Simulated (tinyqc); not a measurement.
Epitaxial growth on a vicinal surface: Burton-Cabrera-Frank step flow, step-edge barrier and island nucleation. Inputs raised by 2 %, one at a time. Computed by tinyqc, a small Python program. Command: `OMP_NUM_THREADS=1 python tinyqc.py 3011678 3011679 out.jsonl stepflow sens`. One thread of a shared host (Intel(R) Xeon(R) Processor @ 2.30GHz), about 0.05 s of CPU time with the checks.

Adatoms land at rate F, hop on a square grid (a simplification for hexagonal faces), desorb, or join steps. Lengths are in units of a and n is the adatom coverage. Steps ascend at x = 0 and descend at x = l.

Inputs (values chosen for the exercise, close to those used for 4H-SiC(0001)): site spacing a = 3.08 angstrom; step height h = 2.52 angstrom; diffusion barrier E_d = 1.67 eV; desorption energy E_a = 3.92 eV; adatom formation energy E_f = 1.68 eV; step-edge barrier E_s = 0 eV; attempt frequency nu = 10 THz; deposition rate F = 0.033 layers/s; miscut angle = 2 degrees; temperature T = 1610 C; critical nucleus size i = 1.

Constants: k_B = 8.617333262e-05 eV/K.

Method:
- D = nu exp(-E_d/(k_B T)) (a^2/s, nu counted per direction); tau = exp(E_a/(k_B T))/nu; x_s = sqrt(D tau); n_eq = exp(-E_f/(k_B T)); terrace width l = h/(a tan(miscut)); Schwoebel length l_s = exp(E_s/(k_B T)) - 1.
- Temperatures in kelvin are T(C) + 273.15.
- D n'' - n/tau + F = 0 with n(0) = n_eq and -l_s n'(l) = n(l) - n_eq. With u = n - F tau, A = n_eq - F tau, y = l/x_s, s = l_s/x_s: u = A cosh(x/x_s) + B sinh(x/x_s), B = A (1 - cosh y - s sinh y)/(sinh y + s cosh y). Flux into the ascending step J+ = D B/x_s, over the descending one J- = -(D/x_s)(A sinh y + B cosh y); step velocity J+ + J-; growth rate (J+ + J-)/l. For small y: J+ + J- = (F - n_eq/tau) l, J-/J+ = l/(l + 2 l_s).
- The coverage peaks where n' = 0, tanh(x/x_s) = -B/A.
- Island density on a flat surface without desorption: N = 0.25 (F/D)^(i/(i+2)) exp(E_i/((i+2) k_B T)) per site, with E_i = 0 for i = 1; spacing l_n = N^(-1/2). Step flow needs an effective width l_eff = 2 x(peak) below l_n.

Runs; columns: (1) input moved; (2) from; (3) to; (4) ratio l_eff/l_n; (5) peak coverage; (6) island density N on a flat surface (per site); (7) growth rate (layers/s):
```
(1)                                 (2)      (3)      (4)         (5)         (6)       (7)
base run                              -        -  0.25121  3.1913e-05  1.1496e-04  0.022695
diffusion barrier E_d (eV)         1.67   1.7034  0.25998  3.1914e-05  1.2313e-04  0.022695
desorption energy E_a (eV)         3.92   3.9984  0.25121  3.1914e-05  1.1496e-04  0.026643
deposition rate F (layers/s)      0.033  0.03366  0.25204  3.1913e-05  1.1572e-04  0.023355
miscut angle (degrees)                2     2.04  0.24628  3.1913e-05  1.1496e-04  0.022695
attempt frequency nu (THz)           10     10.2  0.25039  3.1913e-05  1.1421e-04  0.022489
adatom formation energy E_f (eV)   1.68   1.7136  0.25121  2.5946e-05  1.1496e-04  0.024622
```

Exponents ln(y'/y) / ln(x'/x):
```
input                        ratio l_eff/l_n  peak coverage  island density N on a flat surface  growth rate
diffusion barrier E_d                  1.732          0.002                               3.465       -0.001
desorption energy E_a                  0.000          0.001                               0.000        8.099
deposition rate F                      0.167          0.000                               0.333        1.448
miscut angle                          -1.001          0.000                               0.000        0.000
attempt frequency nu                  -0.167          0.000                              -0.333       -0.461
adatom formation energy E_f            0.000        -10.453                               0.000        4.115
```

Among the inputs moved here: ratio l_eff/l_n answers most in size to diffusion barrier E_d (exponent +1.732), next to miscut angle (-1.001); its exponent is below 0.0005 for desorption energy E_a, adatom formation energy E_f. Its exponent -1.001 in miscut angle: terraces narrow as the miscut grows. Peak coverage answers most in size to adatom formation energy E_f (exponent -10.453); its exponent is below 0.0005 for deposition rate F, miscut angle, attempt frequency nu. Its exponent 0.000 in deposition rate F: the coverage stays near n_eq. Its exponent 0.000 in miscut angle: the coverage stays near n_eq. Island density N on a flat surface answers most in size to diffusion barrier E_d (exponent +3.465), next to deposition rate F (+0.333); its exponent is below 0.0005 for desorption energy E_a, miscut angle, adatom formation energy E_f. Its exponent +0.333 in deposition rate F: i/(i+2) with i = 1. Growth rate answers most in size to desorption energy E_a (exponent +8.099), next to adatom formation energy E_f (+4.115); its exponent is below 0.0005 for miscut angle. Its exponent 0.000 in miscut angle: the steps stand close against x_s, so their spacing does not matter.

Caution (all rows): the prefactor 0.25 and the criterion are estimates, good to a factor of about two in length.
